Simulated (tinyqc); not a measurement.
Resistance of a source-drain extension with a graded tip: one step of the calculation.

y runs along the channel, the gate covers y > 0. The doping is N0 for y < y0 and N0 10^(-(y - y0)/la) beyond, uniform over the depth xj. Sheet conductance s(y) = q mu(N) max(N - Nch, 0) xj + (for y > 0) ma Cox Vo, with mu(N) = u0 + (u1 - u0)/(1 + (N/Nr)^au) and Cox = eps0 eox/tox. Current is taken as one-dimensional; depletion of the tip, spreading and the contact are left out. The metallurgical junction lies at yj, where N = Nch.

Question. Sheet resistances and junction position. yj = y0 + la log10(N0/Nch); sheet resistance of the full extension 1/[q mu(N0)(N0 - Nch) xj] and of the gate-induced layer 1/(ma Cox Vo); metallurgical length Lg - 2 yj; ye is where the doped and the gate-induced conductances are equal.

Inputs (values chosen for the exercise); mobility law close to that of electrons in silicon:

| symbol | value | unit | meaning |
|---|---|---|---|
| eox | 7.59 |  | relative permittivity of the gate insulator (close to silicon nitride) |
| tox | 1.9 | nm | insulator thickness |
| N0 | 9.9e19 | cm^-3 | active doping of the extension far from the gate |
| la | 4.4 | nm/decade | lateral abruptness |
| y0 | 1.4 | nm | position under the gate where the fall begins (gate edge at 0) |
| xj | 13 | nm | depth of the extension |
| Nch | 1.1e18 | cm^-3 | channel doping |
| Vo | 0.66 | V | gate overdrive |
| ma | 88 | cm^2/(V s) | mobility of the gate-induced layer |
| u1 | 1414 | cm^2/(V s) | mobility at low doping |
| u0 | 68.5 | cm^2/(V s) | mobility at high doping |
| Nr | 9.2e16 | cm^-3 | reference doping |
| au | 0.711 |  | exponent |
| Lg | 90 | nm | gate length |

Constants: q = 1.602176634e-19 C, eps0 = 8.8541878128e-14 F/cm where lengths are in cm. Results are converted to the units shown.

Wanted: yj; sheet resistance of the extension; sheet resistance of the induced layer; metallurgical length; ye; N at ye.

Answer.

yj = 9.9987 nm
sheet resistance of the extension = 630.05 ohm/square
sheet resistance of the induced layer = 4867.8 ohm/square
metallurgical length = 70.003 nm
ye = 5.8611 nm
N at ye = 9.5886e18 cm^-3

The gate takes over 4.14 nm before the junction, where N is still 8.72 times the channel doping.

Computed by the program tinyqc: `OMP_NUM_THREADS=1 python tinyqc.py 2282034 2282035 out.jsonl`, one thread of a shared Intel Xeon 2.30GHz, about 0.05 s for the whole run.
